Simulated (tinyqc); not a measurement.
Microkinetic model of low-temperature epitaxy from hydride gases: adsorption, hydrogen desorption and rate control: one step, computed by the program tinyqc. Command: `OMP_NUM_THREADS=1 python tinyqc.py 3000866 3000867 out.jsonl hepi walk`. One thread of a shared host (Intel(R) Xeon(R) Processor @ 2.30GHz), about 0.01 s of CPU time with the checks.

Each hydride molecule needs two free sites and leaves four hydrogen atoms, of which two leave at once as H2; theta is the hydrogen coverage, the site density is 6.78 per nm^2 and one layer is 1.358 angstrom thick.

Question. Degrees of rate control. With k the hydride and k_H the hydrogen adsorption rate on free pairs and k_d the desorption rate, steady state: 2 (k + k_H)(1 - theta)^2 = k_d theta; growth rate R = k (1 - theta)^2 layers/s; 1 layer/s = 8.148 nm/min. X_i = d ln R/d ln k_i at fixed other constants. With f = 1 - theta and a = 2/f + 1/theta: d ln f/d ln k_d = 1/(a f), so X_d = 2/(a f), X_k = 1 - X_d k/(k + k_H), X_H = -X_d k_H/(k + k_H); they sum to 1.

Inputs (values chosen for the exercise, close to those used for silane on Si(001)): temperature T = 610 C.

Film: silicon. Order of hydrogen desorption: first.

hydrogen coverage theta = 0.5112161

k = 0.9193260 1/s

k_H = 0 1/s

Give: X_d (desorption); X_k (hydride adsorption); X_H (hydrogen adsorption).

Answer.

X_d (desorption) = 0.67656

X_k (hydride adsorption) = 0.32344

X_H (hydrogen adsorption) = 0
